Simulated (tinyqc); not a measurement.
# Worked calculation: electron mobility in a silicon inversion layer, empirical terms and Matthiessen rule

Numbers from tinyqc (`OMP_NUM_THREADS=1 python tinyqc.py 2510019 2510020 out.jsonl`; about 0.01 s on one thread of a shared Intel Xeon 2.30GHz). Printed values are rounded.

Inversion layer of sheet density Ns on a uniformly doped body, under a high-permittivity gate with an interlayer. The mobility terms are empirical power laws with prefactors chosen for the exercise; adding their inverses (Matthiessen) is itself an approximation.

Inputs (values chosen for the exercise); material values close to those of silicon:
```
symbol,value,unit,meaning
T,300,K,temperature
Eg,1.13,eV,band gap
eps_r,11.6,,relative permittivity of the semiconductor
Nc,2.84e19,cm^-3,conduction-band density of states at T
Nv,2.63e19,cm^-3,valence-band density of states at T
Nb,4e17,cm^-3,body doping
Vsb,0.6,V,reverse body bias
eta,0.5,,weight of the inversion charge in the effective field
Cox,0.75,uF/cm^2,gate capacitance
Ap,474,cm^2/(V s),phonon-limited mobility at 1 MV/cm and 300 K
As,1060,cm^2/(V s),roughness-limited mobility at 1 MV/cm
gs,2,,exponent of the roughness term
Ac,3600,cm^2/(V s),Coulomb prefactor
Nit,1.5e10,cm^-2,charge at the interface
Ar,180,cm^2/(V s),remote-phonon mobility without interlayer
ti,1,nm,interlayer thickness
lr,0.7,nm,decay length of remote phonons
Ns,4.6e12,cm^-2,inversion density
WL,10,,ratio W/L
Vd,0.05,V,drain voltage
I,118,uA,measured linear current
```

Constants: q = 1.602176634e-19 C, kB = 1.380649e-23 J/K, Vt = kB T/q, eps0 = 8.8541878128e-14 F/cm where lengths are in cm. Results are converted to the units shown.

## Depletion charge and effective field

ni = sqrt(Nc Nv) exp(-Eg/(2 Vt)), Eg in volts; Ndep = sqrt(2 eps0 eps_r Nb (2 Vt ln(Nb/ni) + Vsb)/q); E = q (Ndep + eta Ns)/(eps0 eps_r), in MV/cm.

ni = 8.81160e9 cm^-3
Ndep = 2.78426e12 cm^-2
E = 0.793106 MV/cm

The depletion charge gives 54.8 % of the field.

## Mobility terms and their sum

With t = T/(300 K): muC = Ac (Ns/1e12 cm^-2) t/(Nb/1e17 cm^-3 + Nit/1e11 cm^-2), muP = Ap E^(-1/3) t^(-1.75), muS = As E^(-gs), muR = Ar exp(2 ti/lr)/t; 1/mu is the sum of the inverses.

terms (cm^2/(V s)): Coulomb 3990.36, phonon 512.076, roughness 1685.17, remote phonon 3134.11
mu = 320.932 cm^2/(V s)
shares of 1/mu (%): Coulomb 8.04269, phonon 62.6728, roughness 19.0445, remote phonon 10.2400

The phonon term limits most.

## Iteration 1: inversion density for the measured current

Ns at the start = 3.2e12 cm^-2

I = (W/L) q Ns mu Vd. E = q (Ndep + eta Ns)/(eps0 eps_r) in MV/cm. With t = T/(300 K): muC = Ac (Ns/1e12 cm^-2) t/(Nb/1e17 cm^-3 + Nit/1e11 cm^-2), muP = Ap E^(-1/3) t^(-1.75), muS = As E^(-gs), muR = Ar exp(2 ti/lr)/t; 1/mu is the sum of the inverses. Ns(new) = I/((W/L) q mu Vd).

E = 0.683912 MV/cm
mu = 335.646 cm^2/(V s)
Ns after iteration 1 = 4.38854e12 cm^-2

## Iteration 2: inversion density for the measured current

As before.

E = 0.776613 MV/cm
mu = 323.631 cm^2/(V s)
Ns after iteration 2 = 4.55147e12 cm^-2

## Course of the iteration: inversion density for the measured current

Stop when Ns changes by less than 1e5 cm^-2, or after 120 iterations.

Course of the iteration:
```
iteration,Ns (cm^-2),|change| (cm^-2)
1,4.38854e12,1.19e12
2,4.55147e12,1.63e11
3,4.58077e12,2.93e10
4,4.58617e12,5.40e9
5,4.58717e12,1.00e9
6,4.58736e12,1.85e8
7,4.58739e12,3.44e7
8,4.58740e12,6.38e6
9,4.58740e12,1.18e6
10,4.58740e12,2.19e5
11,4.58740e12,4.06e4
```

Converged in 11 iterations. At the end each change is about 0.19 times the one before: linear convergence.

## Split C-V extraction

```
point,Vg (V),Cgc (uF/cm^2),I (uA)
0,0.1,1.71066e-4,1.08286e-7
1,0.2,0.00255010,2.41159e-5
2,0.3,0.0364082,0.00507396
3,0.4,0.324588,0.567203
4,0.5,0.689566,7.25987
5,0.6,0.745630,20.1968
6,0.7,0.749706,34.3975
7,0.8,0.749980,48.4216
8,0.9,0.749999,61.8941
9,1,0.750000,74.6964
10,1.1,0.750000,86.7962
11,1.2,0.750000,98.1965
12,1.3,0.750000,108.916
```

Q(Vg) is the trapezoid sum of Cgc from the first point (where Q is taken as 0); mu_eff = I/((W/L) Q Vd); mu_FE = (dI/dVg)/((W/L) Cox Vd) with a backward difference. Listed from point 4 on.

```
point,Q (uC/cm^2),mu_eff (cm^2/(V s)),mu_FE (cm^2/(V s))
4,0.0708415,204.961,178.471
5,0.142601,283.262,344.984
6,0.217368,316.491,378.687
7,0.292352,331.255,373.974
8,0.367351,336.975,359.267
9,0.442351,337.724,341.395
10,0.517351,335.541,322.662
11,0.592351,331.548,304.008
12,0.667351,326.413,285.850
```

At the last point mu_FE is 12 % below mu_eff: where the mobility falls with gate voltage the slope of I understates it.
